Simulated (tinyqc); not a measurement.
# Planar ballistic transistor, top-of-the-barrier model: several studies

At the top of the source barrier, states moving towards the drain are filled by the source (Fermi level 0) and states moving back by the drain (Fermi level -q Vd); nothing scatters. U is the shift of the band edge there, set by the capacitances CG, CD and CS (the total) and by the charge. Parabolic two-dimensional band; the source is grounded.

Parameters, values chosen for the exercise; mass and valleys made up: temperature T = 200 K; effective mass m = 0.0445 m0; valley degeneracy gv = 4; relative permittivity of the gate insulator eox = 16; insulator thickness tox = 2.7 nm; gate control CG/CS aG = 0.79; drain control CD/CS aD = 0.115; band edge at the barrier top above the source Fermi level at zero bias E0 = 0.25 eV.

Constants: q = 1.602176634e-19 C, kB = 1.380649e-23 J/K, hbar = 1.054571817e-34 J s, m0 = 9.1093837015e-31 kg, Vt = kB T/q, eps0 = 8.8541878128e-14 F/cm where lengths are in cm. Results are converted to the units shown.

Each table varies one quantity; the others keep the values above.

## Output curve

N0 = gv m kB T/(pi hbar^2), CG = eps0 eox/tox, vT = sqrt(2 kB T/(pi m)), CS = CG/aG, n0 = n at U = 0 and Vd = 0. eta1 = -(E0 + U)/Vt, eta2 = eta1 - Vd/Vt, n = (N0/2)[F_0(eta1) + F_0(eta2)], F_0(x) = ln(1 + exp x). U = UL + q (n - n0)/CS with UL = -(aG Vg + aD Vd), energies in eV. I = q (N0/2) vT [F_(1/2)(eta1) - F_(1/2)(eta2)] per width, F_(1/2)(x) = (2/sqrt(pi)) int_0^infinity u^(1/2)/(1 + exp(u - x)) du. CQ = (q/Vt) dn/d(eta1).

In this table Vg = 0.7 V.

Output curve:
```
Vd (V)   eta1  n (cm^-2)  I (uA/um)  mean velocity I/(q n) (cm/s)   CQ/CS
0.01    6.502   7.963e12      344.5                       2.700e6   1.790
0.025   6.817   7.810e12      851.9                       6.808e6   1.789
0.05    7.340   7.555e12       1669                       1.379e7   1.783
0.1     8.371   7.057e12       3169                       2.803e7   1.730
0.15    9.305   6.628e12       4374                       4.119e7   1.476
0.2     9.893   6.446e12       5032                       4.872e7   1.034
0.3     10.32   6.615e12       5396                       5.091e7  0.8976
0.4     10.68   6.840e12       5671                       5.174e7  0.8968
0.6     11.38   7.291e12       6232                       5.335e7  0.8968
0.8     12.08   7.742e12       6812                       5.492e7  0.8968
```

The current rises from 345 to 6810 uA/um; n goes from 7.96e12 through a minimum of 6.45e12 (at Vd = 0.2 V among the rows listed) to 7.74e12 cm^-2 and eta1 rises from 6.50 to 12.1. The resistance in the first row is 29.0 ohm um, though nothing scatters in the channel. The current passes 90 % of its last value at Vd = 0.6 V among the rows, where eta2 = -23; returning states are gone from Vd = 0.3 V on (eta2 < -7), and from there the drain control aD lifts eta1 from 10.3 to 12.1.

## Effect of the band edge at the barrier top above the source Fermi level at zero bias

Same model as above.

CQ = (q/Vt) dn/d(eta1).

In this table Vg = 0.7 V, Vd = 0.7 V.

Results:
```
E0 (eV)   eta1  n (cm^-2)  I (uA/um)  mean velocity I/(q n) (cm/s)   CQ/CS
0.1      16.32   1.046e13    1.065e4                       6.358e7  0.8968
0.15     14.79   9.477e12       9199                       6.059e7  0.8968
0.2      13.26   8.497e12       7820                       5.745e7  0.8968
0.3      10.20   6.537e12       5303                       5.063e7  0.8968
0.35     8.672   5.557e12       4175                       4.690e7  0.8967
0.4      7.142   4.577e12       3145                       4.289e7  0.8961
0.45     5.611   3.598e12       2224                       3.859e7  0.8936
```

Estimate the missing row, E0 = 0.25 eV.

Computed row:
```
E0 (eV)   eta1  n (cm^-2)  I (uA/um)  mean velocity I/(q n) (cm/s)   CQ/CS
0.25     11.73   7.517e12       6520                       5.414e7  0.8968
```

With this row back in the table: As E0 goes from 0.1 to 0.45 eV, n falls from 1.05e13 to 3.60e12 cm^-2, the mean velocity falls from 6.36e7 to 3.86e7 cm/s and the current falls from 10700 to 2220 uA/um. CQ/CS goes from 0.90 to 0.89.

## Effect of the effective mass

Same model as above.

CQ = (q/Vt) dn/d(eta1). E0 is held fixed.

In this table Vg = 0.7 V, Vd = 0.7 V.

Results:
```
m (m0)   eta1  n (cm^-2)  I (uA/um)  mean velocity I/(q n) (cm/s)   CQ/CS
0.02    15.86   4.567e12       6843                       9.351e7  0.4031
0.032   13.53   6.233e12       6831                       6.840e7  0.6449
0.08    8.518   9.812e12       5453                       3.469e7   1.612
0.13    6.145   1.151e13       4328                       2.348e7   2.614
0.2     4.413   1.274e13       3372                       1.652e7   3.983
0.32    2.943   1.380e13       2512                       1.137e7   6.126
0.5     1.880   1.455e13       1899                       8.145e6   8.742
0.8     1.006   1.518e13       1434                       5.896e6   11.81
```

Estimate the missing row, m = 0.05 m0.

Computed row:
```
m (m0)   eta1  n (cm^-2)  I (uA/um)  mean velocity I/(q n) (cm/s)  CQ/CS
0.05    11.08   7.979e12       6353                       4.970e7  1.008
```

With this row back in the table: As m goes from 0.02 to 0.8 m0, n rises from 4.57e12 to 1.52e13 cm^-2, the mean velocity falls from 9.35e7 to 5.90e6 cm/s and the current falls from 6840 to 1430 uA/um. CQ/CS goes from 0.40 to 12. The loss of velocity outweighs the gain of charge over the whole range.

Numbers from tinyqc (`OMP_NUM_THREADS=1 python tinyqc.py 2400140 2400141 out.jsonl`; about 0.01 s on one thread of a shared Intel Xeon 2.30GHz).
